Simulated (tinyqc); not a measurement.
Inside a calculation. Method: bound state in one dimension: Numerov shooting, finite differences, DVR. Computed by tinyqc, a small Python program that keeps every step. Settings: points = 48. Command: `OMP_NUM_THREADS=1 python tinyqc.py 23733 23734 out.jsonl` (the two numbers bound the seeds that draw the settings). One thread of a shared host (Intel(R) Xeon(R) Processor @ 2.60GHz), about 0.01 s of CPU time with the checks.

## Numerov steps at E = 0.1

One particle of mass 1 in V = 9.6 (1 - exp(-0.67 x))^2 (atomic units), psi = 0 at both ends:
```
parameter                 value
left end              -1.600000
right end                     7
intervals                    48
h                      0.179167
state sought (nodes)          0
```

k_i = 2 m (E - V_i); (1 + h^2 k_(i+1)/12) y_(i+1) = 2 (1 - 5 h^2 k_i/12) y_i - (1 + h^2 k_(i-1)/12) y_(i-1), from y_0 = 0, y_1 = 0.001.

Points along the way:
```
i         x        V         k        y
0   -1.6000  35.4343  -70.6686   0.0000
1   -1.4208  24.2935  -48.3871   0.0010
2   -1.2417  16.1671  -32.1342   0.0036
3   -1.0625  10.3396  -20.4793   0.0100
4   -0.8833   6.2566  -12.3132   0.0229
5   -0.7042   3.4891   -6.7781   0.0447
16   1.2667   3.1411   -6.0823   0.9601
17   1.4458   3.6953   -7.1906   1.4321
18   1.6250   4.2245   -8.2490   2.2448
19   1.8042   4.7234   -9.2468   3.6712
20   1.9833   5.1892  -10.1784   6.2246
21   2.1625   5.6206  -11.0412  10.8852
```

## Bisection on the node count

With more sign changes than the state has nodes (the last point included) the energy is too high, else too low; the bracket starts as 0.1 to 10.

Trials:
```
trial         E  sign changes  y at the right end   next
1      5.050000             2            6.89e+03  lower
2      2.575000             1           -4.08e+06  lower
3      1.337500             0            8.85e+06  raise
4      1.956250             1           -1.22e+07  lower
5      1.646875             1           -1.24e+07  lower
6      1.492188             1           -6.41e+06  lower
7      1.414844             1           -3.04e+05  lower
8      1.376172             0            3.84e+06  raise
9      1.395508             0            1.66e+06  raise
10     1.405176             0            6.55e+05  raise
11     1.410010             0            1.69e+05  raise
12     1.412427             1           -6.90e+04  lower
13     1.411218             0            4.99e+04  raise
14     1.411823             1           -9.65e+03  lower
...         ...           ...                 ...    ...
28     1.411724             1           -3.09e-01  lower
29     1.411724             0            1.51e+00  raise
30     1.411724             0            5.98e-01  raise
```

eigenvalue = 1.411724 hartree

## The same grid by other methods

Three-point finite differences and the sine-DVR kinetic matrix of Colbert and Miller on the same points.

Lowest levels (hartree):
```
state  finite differences     DVR
0                  1.4040  1.4118
1                  3.8698  3.8989
2                  5.8836  5.9371
```
